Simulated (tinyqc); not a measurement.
Worked calculation: hydrogenic impurity: series, fields, screening, photoionisation and donor-acceptor pairs. Computed by tinyqc, a small Python program that keeps every step. Command: `OMP_NUM_THREADS=1 python tinyqc.py 3027313 3027314 out.jsonl hydrogenic walk`. One thread of a shared host (Intel(R) Xeon(R) Processor @ 2.30GHz), about 0.01 s of CPU time with the checks. Intermediate numbers are printed to about 6 digits and carried at full precision; extremes and crossings named in words are read from the listed rows.

One isotropic, parabolic band. Effective units: Ry* and a*, in which H = -nabla^2 - 2/r.

Inputs (values chosen for the exercise, for a model semiconductor):
```
quantity                   value      unit
electron mass m            0.279       m_0
dielectric constant eps     19.5         -
donor density N          3.1e+17     cm^-3
gap E_g                    0.727        eV
acceptor depth E_A            20       meV
pair distance r              110  angstrom
rate prefactor W_0       4.1e+07       1/s
```

Parts treated: screening and pairs.

Constants: Ry = 13.605693123 eV; a_0 = 0.529177210903 angstrom; h x 1 THz = 4.135667696 meV; e^2/(4 pi eps_0) = 14.39964548 eV angstrom.

## Effective units and the series

Ry* = Ry m/eps^2, a* = a_0 eps/m; level n is bound by Ry*/n^2; <r> = (3/2) a* in 1s; lines 1s -> np at Ry* (1 - 1/n^2); 1 THz = 4.135667696 meV.

Ry* = 9.98288 meV

a* = 36.9855 angstrom

<r> of 1s = 55.4783 angstrom

Series:
```
n  binding (meV)  line from 1s (meV)  line (THz)
2        2.49572             7.48716     1.81039
3        1.10921             8.87367     2.14564
4        0.62393             9.35895     2.26298
5        0.39932             9.58356     2.31729
```

## Overlap of donors

Wigner-Seitz radius r_s = (3/(4 pi N))^(1/3); Mott criterion N_c^(1/3) a* = 0.26; overlap of two 1s orbitals at distance d: S = exp(-x)(1 + x + x^2/3), x = d/a*, with d = N^(-1/3).

r_s = 91.6607 angstrom

Mott density = 3.47396e+17 cm^-3

N over the Mott density = 0.892352

overlap S = 0.189875

The sample is on the insulating side, but close enough for an impurity band.

## Binding under screening

Thomas-Fermi screening by N free electrons of one valley, taken as a degenerate gas (the hypothesis that all donors are ionised): q a* = sqrt(4 k_F a*/pi), k_F = (3 pi^2 N)^(1/3). Screened potential -(2/r) exp(-q r). Basis exp(-zeta r), zeta_k = 0.02 x 1.6^k, k = 0..23: S = 2/s^3, T = zeta_i zeta_j S, V = -2/(s + q)^2 with s = zeta_i + zeta_j; overlap eigenvalues below 1e-11 are dropped.

q a* = 0.992967

screened binding energy = 0.221055 meV

Screening leaves 2.2 % of the binding.

## From screening to the Mott criterion

First order: 1 - 2 q a*. One exponent: the maximum over zeta of 8 zeta^3/(2 zeta + q)^2 - zeta^2 (golden section on 0.01 to 1.2).

Binding (Ry*):
```
N^(1/3) a*    N (cm^-3)      q a*  first order  one exponent     basis
0.005       2.47067e+12  0.140339     0.719323      0.746481  0.746525
0.015       6.67082e+13  0.243073     0.513853      0.591155  0.591465
0.038       1.08457e+15  0.386887     0.226227      0.409796  0.411234
0.075       8.33852e+15  0.543529    -0.087058      0.253583  0.257727
0.130       4.34246e+16  0.715589    -0.431178      0.125068  0.134288
0.190       1.35571e+17  0.865105    -0.730209      0.046180  0.061377
0.250       3.08834e+17  0.992343    -0.984686      0.001958  0.022286
```

The binding falls from 0.747 to 0.022 Ry*. First order, a constant shift of the potential, overshoots and turns negative from q a* = 0.5. One exponent loses the state at q a* = 1 (N^(1/3) a* = 0.254, the classic form of the Mott criterion); the full basis keeps it to 1.19. The dilute rows are formal, since there the electrons are bound or non-degenerate.

## A donor-acceptor pair

No-phonon line h nu(r) = E_g - Ry* - E_A + e^2/(4 pi eps_0 eps r); rate W(r) = W_0 exp(-2 r/a*), the donor being the shallower centre; lifetime 1/W; zero field.

Coulomb term = 6.71312 meV

photon energy = 0.703730 eV

rate W = 107024 1/s

lifetime = 9.34372e-06 s

## The pair band in time

At delay t after a pulse the emission comes mostly from pairs with W(r) t = 1, so r = (a*/2) ln(W_0 t).

Dominant pairs:
```
delay (s)  r (angstrom)  Coulomb term (meV)  photon energy (eV)
1.00e-05        111.255             6.63738            0.703655
1.00e-04        153.836             4.80018            0.701817
1.00e-03        196.418             3.75956            0.700777
1.00e-02        238.999             3.08974            0.700107
1.00e-01        281.580             2.62250            0.699640
1.00e+00        324.161             2.27801            0.699295
1.00e+01        366.742             2.01352            0.699031
```

Over six decades of delay the band moves down by 4.62 meV, since close pairs, which emit at higher energy, decay first; the shift per decade shrinks from 1.84 to 0.26 meV. At the donor density N = 3.1e+17 cm^-3 pairs as wide as in the last rows are rare, so those rows are formal.

Checks made by the program: the bound state at q = 0 (relative difference 8e-07).
